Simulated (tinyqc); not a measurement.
On-chip power grid, static voltage drop by conjugate gradients: one step of the calculation.

A grid of 4 rows and 4 columns, node k = 4 row + column. Neighbours in a row are joined by Rx, in a column by Ry; pad nodes, which reach the supply through Rp: 0. Each node draws I0, node 11 draws kh I0. The drops u = Vdd - V solve G u = i, with G the conductance matrix (1/Rp added on the diagonal at pad nodes).

Problem. Conjugate-gradient step. q = G p; a = (r.r)/(p.q); u(new) = u + a p; r(new) = r - a q; b = (r.r)(new)/(r.r); p(new) = r(new) + b p.

Inputs (values chosen for the exercise): resistance of a horizontal segment Rx = 0.37 ohm; resistance of a vertical segment Ry = 0.54 ohm; resistance from a pad node to the supply Rp = 0.14 ohm.

u after iteration 2 (mV):

|  | col 0 | col 1 | col 2 | col 3 |
|---|---|---|---|---|
| row 0 | 5.824000 | 14.386857 | 14.386857 | 14.386857 |
| row 1 | 14.386857 | 14.386857 | 14.386857 | 14.386857 |
| row 2 | 14.386857 | 14.386857 | 14.386857 | 14.386857 |
| row 3 | 14.386857 | 14.386857 | 14.386857 | 14.386857 |

r after iteration 2 (mA):

|  | col 0 | col 1 | col 2 | col 3 |
|---|---|---|---|---|
| row 0 | 0.000000 | -20.542857 | 2.600000 | 2.600000 |
| row 1 | -13.257143 | 2.600000 | 2.600000 | 2.600000 |
| row 2 | 2.600000 | 2.600000 | 2.600000 | 2.600000 |
| row 3 | 2.600000 | 2.600000 | 2.600000 | 2.600000 |

p after iteration 2 (mA):

|  | col 0 | col 1 | col 2 | col 3 |
|---|---|---|---|---|
| row 0 | 0.000000 | -2.962323 | 20.180534 | 20.180534 |
| row 1 | 4.323391 | 20.180534 | 20.180534 | 20.180534 |
| row 2 | 20.180534 | 20.180534 | 20.180534 | 20.180534 |
| row 3 | 20.180534 | 20.180534 | 20.180534 | 20.180534 |

Wanted: q; a; u after iteration 3; r after iteration 3; b; p after iteration 3.

Solution.

q (mA S):

|  | col 0 | col 1 | col 2 | col 3 |
|---|---|---|---|---|
| row 0 | 0.00 | -113.41 | 62.55 | 0.00 |
| row 1 | -64.22 | 85.71 | 0.00 | 0.00 |
| row 2 | 29.37 | 0.00 | 0.00 | 0.00 |
| row 3 | 0.00 | 0.00 | 0.00 | 0.00 |

a = 0.18821 ohm

u after iteration 3 (mV):

|  | col 0 | col 1 | col 2 | col 3 |
|---|---|---|---|---|
| row 0 | 5.824 | 13.829 | 18.185 | 18.185 |
| row 1 | 15.201 | 18.185 | 18.185 | 18.185 |
| row 2 | 18.185 | 18.185 | 18.185 | 18.185 |
| row 3 | 18.185 | 18.185 | 18.185 | 18.185 |

r after iteration 3 (mA):

|  | col 0 | col 1 | col 2 | col 3 |
|---|---|---|---|---|
| row 0 | 0.000 | 0.802 | -9.172 | 2.600 |
| row 1 | -1.171 | -13.532 | 2.600 | 2.600 |
| row 2 | -2.927 | 2.600 | 2.600 | 2.600 |
| row 3 | 2.600 | 2.600 | 2.600 | 2.600 |

b = 0.50381

p after iteration 3 (mA):

|  | col 0 | col 1 | col 2 | col 3 |
|---|---|---|---|---|
| row 0 | 0.000 | -0.690 | 0.995 | 12.767 |
| row 1 | 1.007 | -3.365 | 12.767 | 12.767 |
| row 2 | 7.240 | 12.767 | 12.767 | 12.767 |
| row 3 | 12.767 | 12.767 | 12.767 | 12.767 |

tinyqc, about 0.3 s, one thread, Intel Xeon 2.30GHz (shared host): `OMP_NUM_THREADS=1 python tinyqc.py 2770195 2770196 out.jsonl`
